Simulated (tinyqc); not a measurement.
Inside a calculation. Method: CIS and TDHF on RHF in the sto-6g basis, for H3+, spin multiplicity 1. One step of it, computed by the program tinyqc.

Problem. CIS triplet states. Diagonalise A (1 hartree = 27.211386 eV); each vector has its largest component positive (the first on a tie).

CIS matrix A, triplet (hartree):
```
,1>2,1>3
1>2,0.232612,-0.003976
1>3,-0.003976,0.455747
```

Give: triplet excitation energies; lowest vectors.

Solution.

triplet excitation energies (eV): 6.328  12.403

lowest vectors:
```
,state 1,state 2
1>2,1.000,-0.018
1>3,0.018,1.000
```
